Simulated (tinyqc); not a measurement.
Low-temperature mobility of a two-dimensional electron gas with static screening: one step, computed by the program tinyqc.

One subband is filled, the gas is degenerate and scatters at the Fermi circle; one permittivity serves on both sides of the interface. All formulas are in SI units, masses times m_0. Piezoelectric and polar phonons are left out, and n_s is taken as set by a gate, independent of N_i.

Question. Remote charges. Form factors with u = q/b: screening G(q) = [1 + 9u/8 + 3u^2/8]/(1 + u)^3, remote charge P(q) = exp(-q d)/(1 + u)^3. Dielectric function eps(q) = 1 + q_TF G(q)/q, with q = 2 k_F sin(theta/2). Remote charges: <|U|^2> = N_i [e^2 P(q)/(2 eps eps_0 q)]^2. 1/tau_t = (m/(pi hbar^3)) int_0^pi (1 - cos theta) <|U|^2>/eps(q)^2 dtheta; the quantum rate 1/tau_q drops the factor (1 - cos theta); 200 Gauss-Legendre points in s with theta = pi s^2, s from 0 to 1; mu = e tau_t/m.

Inputs (values chosen for the exercise, modelled on an InAs channel):

| quantity | value | unit |
|---|---|---|
| in-plane mass m | 0.0296 | m_0 |
| mass across the layer m_z | 0.0306 | m_0 |
| permittivity eps | 15.3 | - |
| roughness height Delta | 0.68 | nm |
| correlation length Lambda | 2.7 | nm |
| remote charge density N_i | 1.6e+11 | 1/cm^2 |
| distance d of the charges from the interface | 19 | nm |

Wave function: Fang-Howard. Roughness spectrum: Gaussian.

k_F = 0.5878564 1/nm

b = 0.4816573 1/nm

q_TF = 0.07311881 1/nm

effective field F = 0.3335180 MV/cm

Constants: m_0 = 9.1093837015e-31 kg; hbar = 1.054571817e-34 J s; e = 1.602176634e-19 C; eps_0 = 8.8541878128e-12 F/m.

Give: tau_t, charges; tau_q, charges; remote-charge mobility; tau_t/tau_q, charges.

Answer.

tau_t, charges = 2959.0 ps

tau_q, charges = 2.0289 ps

remote-charge mobility = 1.7582e+08 cm^2/(V s)

tau_t/tau_q, charges = 1458.4

Caution: E_F exceeds 100 meV in a band of small mass, where non-parabolicity and upper valleys, left out here, matter. Caution: E_F exceeds 1.1 (hbar^2 e^2 F^2/2 m_z)^(1/3), of the order of the first subband spacing (1.75 times that in a triangular well, less with self-consistent band bending), so a second subband may fill.
